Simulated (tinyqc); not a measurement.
# Changing the grain-boundary reflection R

Model: size effects in the resistivity of thin metal films and interconnect lines. Computed by tinyqc, a small Python program. Command: `OMP_NUM_THREADS=1 python tinyqc.py 3004284 3004285 out.jsonl size sweep`. One thread of a shared host (Intel(R) Xeon(R) Processor @ 2.30GHz), about 0.01 s of CPU time with the checks.

Electrons lose their drift at surfaces (a share 1 - p of the hits) and at grain boundaries (reflection R), besides bulk scattering. The line sits in a trench with a non-conducting liner on both walls and the bottom; the spacing equals the drawn width.

Inputs (values chosen for the exercise, modelled on molybdenum): bulk resistivity rho_b = 5.28 microohm cm; bulk mean free path lambda = 10.9 nm; specularity p = 0; drawn line width w = 4.3 nm; grain size over metal width = 1; aspect ratio (height over width) = 1.7; liner thickness t = 0.5 nm; line length = 41 micrometre; permittivity of the dielectric k = 2.4.

Geometry: line.

Constants: eps_0 = 8.8541878128e-12 F/m.

Method:
- Metal width w_m = w - 2t, height h_m = (aspect ratio) w - t, grain size D = (ratio) w_m.
- Mayadas-Shatzkes: alpha = (lambda/D) R/(1 - R); rho_b/rho = 1 - 3 alpha/2 + 3 alpha^2 - 3 alpha^3 ln(1 + 1/alpha).
- Fuchs-Sondheimer film: rho_b/rho = 1 - (3/(2 kappa))(1 - p) int_0^1 (s - s^3)(1 - exp(-kappa/s))/(1 - p exp(-kappa/s)) ds, f = rho/rho_b, kappa = thickness/lambda, 80 Gauss-Legendre points.
- Line: the excess of a film of thickness w_m and of a film of thickness h_m are added, rho/rho_b = 1 + (f(w_m) - 1) + (f(h_m) - 1), an estimate that holds best when both sides exceed lambda.
- Total: rho = rho_b [1 + surface excess + grain excess]; resistance per length rho/(w_m h_m); capacitance per length C = 2 k eps_0 (aspect ratio + 1/2), a parallel-plate estimate for two neighbours plus a fixed term for the planes above and below; delay 0.38 R C L^2; effective resistivity per drawn area.

One run for each value:
```
grain-boundary reflection R  resistivity rho (microohm cm)  rho/rho_b from grains  alpha
0.05                                                  18.2                   1.25   0.17
0.16                                                  21.5                   1.88   0.63
0.26                                                  25.3                   2.59   1.16
0.37                                                  30.8                   3.64   1.94
0.48                                                  38.6                   5.12   3.05
0.59                                                  50.6                   7.40   4.75
0.69                                                  68.9                  10.86   7.35
0.80                                                 110.2                  18.68  13.21
```

Over the rows, resistivity rho (microohm cm) rises from 18.2 to 110 (exponent d ln y / d ln x 0.14 between the first rows and 3.2 between the last); rho/rho_b from grains rises from 1.25 to 18.7 (exponent d ln y / d ln x 0.35 between the first rows and 3.7 between the last); alpha rises from 0.174 to 13.2 (exponent d ln y / d ln x 1.1 between the first rows and 4.0 between the last).

Extremes, crossings and ranges named in words are read from the listed rows.
